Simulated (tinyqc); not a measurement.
Charge control and current of a heterostructure field-effect transistor: one step, computed by the program tinyqc. Command: `OMP_NUM_THREADS=1 python tinyqc.py 3004598 3004599 out.jsonl hemt walk`. One thread of a shared host (Intel(R) Xeon(R) Processor @ 2.30GHz), about 0.01 s of CPU time with the checks.

Two subbands in a triangular well; E_F is counted from the conduction band edge of the channel at the interface.

Task: Threshold and barrier capacitance. Threshold V_T = phi_B - dE_c - sigma d/(eps eps_0) (in volts); C_b = eps eps_0/d.

Inputs (values chosen for the exercise, modelled on AlGaN/GaN):

| quantity | value | unit |
|---|---|---|
| permittivity eps (barrier and channel) | 9.66 | - |
| barrier thickness d | 37 | nm |
| Schottky barrier phi_B | 1.2 | eV |
| conduction band offset dE_c | 0.22 | eV |
| polarisation charge sigma/e | 7.9e+12 | 1/cm^2 |

Charge source: polarisation. Velocity law: smooth.

Constants: e = 1.602176634e-19 C; eps_0 = 8.8541878128e-12 F/m.

Give: threshold voltage V_T; barrier capacitance C_b.

Result:

threshold voltage V_T = -4.495 V

barrier capacitance C_b = 0.2312 microfarad/cm^2

The device is normally on.
